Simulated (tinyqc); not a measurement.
What moves the Fermi level: gated graphene: carriers, quantum capacitance and optical conductivity.

Cones E = +/- hv |k|, four flavours, D(E) = 2|E|/(pi hv^2). n = (2/pi)(kT/hv)^2 F_1(mu/kT), p = (2/pi)(kT/hv)^2 F_1(-mu/kT), in 1/angstrom^2 (1e16 for 1/cm^2); F_1(eta) = integral_0^infinity x dx/(1 + exp(x - eta)). Cq/e^2 = d(n - p)/d mu = (2 kT/(pi hv^2)) ln(2 + 2 cosh(mu/kT)).

Gate: V = mu/e + e (n - p)/Cox with Cox/e^2 = k/(4 pi e2 t), t in angstrom, e2 = e^2/(4 pi eps0); 1/(eV angstrom^2) in C/e^2 equals 1602.176634 microfarad/cm^2; total 1/C = 1/Cox + 1/Cq.

Constants: kB = 8.617333262e-05 eV/K; e^2/(4 pi eps0) = 14.39964547 eV angstrom.

Values chosen for the exercise (Fermi velocity near that of graphene, gate dielectric near hBN; not measured data):
```
symbol  value  unit         meaning
hv      6.24   eV angstrom  hbar vF
T       400    K
k       3.51                dielectric constant of the gate layer
t       10     nm           its thickness
V       1.36   V            gate voltage from the neutrality point
```

All results formed anew.

Results for these values:
```
case  mu (eV)  n - p (1/cm^2)   C/Cox
base   0.1571       2.333e+12  0.9301
```

What happens to each result for k = 4.21, all else kept?

Answer: mu rises from 0.1571 to 0.1729; n - p rises from 2.333e+12 to 2.762e+12; C/Cox falls from 0.9301 to 0.9242.

The same for each parameter in turn:
```
case                   mu (eV)  n - p (1/cm^2)   C/Cox
base                    0.1571       2.333e+12  0.9301
V = 1.768 V             0.1836       3.073e+12  0.9394
t = 7 nm                0.1892       3.244e+12  0.9179
k = 4.21                0.1729       2.762e+12  0.9242
hv = 6.86 eV angstrom   0.1736       2.301e+12  0.9239
T = 500 K               0.1510       2.345e+12  0.9283
```

(tinyqc, `OMP_NUM_THREADS=1 python tinyqc.py 1652185 1652186 out.jsonl`, Intel(R) Xeon(R) Processor @ 2.30GHz, 1 thread, shared host, about 0.01 s.)
